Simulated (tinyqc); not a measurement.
Scattering rates of a carrier in a spherical band by Fermi's golden rule. From momentum relaxation time tau_m back to optical or intervalley deformation potential D_o. Computed by tinyqc, a small Python program. Command: `OMP_NUM_THREADS=1 python tinyqc.py 3012667 3012668 out.jsonl scatter inv`. One thread of a shared host (Intel(R) Xeon(R) Processor @ 2.30GHz), about 0.01 s of CPU time with the checks.

All processes here are isotropic or elastic, and the rate listed is the momentum relaxation rate.

Inputs (values chosen for the exercise, modelled on holes in silicon):

| quantity | value | unit |
|---|---|---|
| density-of-states mass of one valley m | 0.5 | m_0 |
| non-parabolicity alpha | 0.3 | 1/eV |
| static permittivity eps_s | 11.7 | - |
| density rho | 2329 | kg/m^3 |
| sound velocity v_l | 9180 | m/s |
| acoustic deformation potential D_A | 5.8 | eV |
| phonon energy hbar w | 62.4 | meV |
| final valleys Z_f | 1 | - |
| ionised impurity density N_I | 6.9e+15 | 1/cm^3 |
| temperature T | 400 | K |
| carrier energy E | 110 | meV |
| neutral impurity density N_n | 3.2e+15 | 1/cm^3 |

Crystal: non-polar. Band: Kane. Impurity formula: Brooks-Herring. Further scattering: neutral impurities.

Constants: k_B = 1.380649e-23 J/K; e = 1.602176634e-19 C; hbar = 1.054571817e-34 J s; m_0 = 9.1093837015e-31 kg; hbar = 6.582119569e-16 eV s; k_B = 8.617333262e-05 eV/K; eps_0 = 8.8541878128e-12 F/m.

Method:
- Kane band: hbar^2 k^2/(2 m) = E (1 + alpha E), speed v = hbar k/(m (1 + 2 alpha E)), states per spin, volume and energy g(E) = m k (1 + 2 alpha E)/(2 pi^2 hbar^2); overlap factors are set to 1. Masses are multiplied by m_0 and all formulas are in SI units.
- Phonon occupation N_q = 1/(exp(hbar w/(k_B T)) - 1).
- Acoustic deformation potential (elastic, equipartition, absorption and emission together): 1/tau = 2 pi k_B T D_A^2 g(E)/(hbar rho v_l^2).
- Optical or intervalley deformation potential: 1/tau = (pi Z_f D_o^2/(rho w)) [N_q g(E + hbar w) + (N_q + 1) g(E - hbar w)], with g = 0 below the band edge.
- Singly charged impurities, momentum relaxation: 1/tau = N_I e^4 m (1 + 2 alpha E) Phi/(8 pi (eps_s eps_0)^2 hbar^3 k^3), with alpha = 0 for a parabolic band.
- Brooks-Herring: Phi = ln(1 + b) - b/(1 + b), b = 4 k^2 L_s^2.
- Debye screening by free carriers of density N_I: L_s = sqrt(eps_s eps_0 k_B T/(e^2 N_I)).
- Neutral impurities (Erginsoy): 1/tau = 20 N_n a_B hbar/m, a_B = 4 pi eps_s eps_0 hbar^2/(m e^2).
- Rates add: 1/tau_m is the sum, and the mean free path is v tau_m.

Problem. A run gave the result below. Find the optical or intervalley deformation potential D_o, known to lie between 6.9 and 13 1e8 eV/cm.

momentum relaxation time tau_m = 80.45371 fs

Solution.

Each step takes the trial c = (a f_b - b f_a)/(f_b - f_a), f being the result less the target and a, b, c the logarithms of the listed values; c replaces end b, the old b replaces a if the sign of f changed, and otherwise f_a is halved.

Scan of the range:

| optical or intervalley deformation potential D_o (1e8 eV/cm) | momentum relaxation time tau_m (fs) |
|---|---|
| 6.90 | 115.006 |
| 7.67 | 101.932 |
| 8.52 | 89.457 |
| 9.47 | 77.655 |
| 10.50 | 67.014 |
| 11.70 | 56.913 |
| 13.00 | 48.163 |

False position (Illinois rule, in the logarithm of the input) inside the bracket:

| step | end a | end b | trial | momentum relaxation time tau_m (fs) |
|---|---|---|---|---|
| 1 | 8.52000 | 9.47000 | 9.23555 | 80.3760 |
| 2 | 8.52000 | 9.23555 | 9.22292 | 80.5260 |
| 3 | 9.23555 | 9.22292 | 9.22900 | 80.4537 |
| 4 | 9.22292 | 9.22900 | 9.22900 | 80.4537 |

Momentum relaxation time tau_m falls at every point of a 13-point scan of the range (every second point is shown), so one value fits; it is bracketed by 8.52 and 9.47. Answer: optical or intervalley deformation potential D_o = 9.229 1e8 eV/cm.

Caution: Erginsoy's formula holds for k a_B below about 0.5 and for dopants that stay neutral, which means low temperature; elsewhere it is only a rough constant rate.
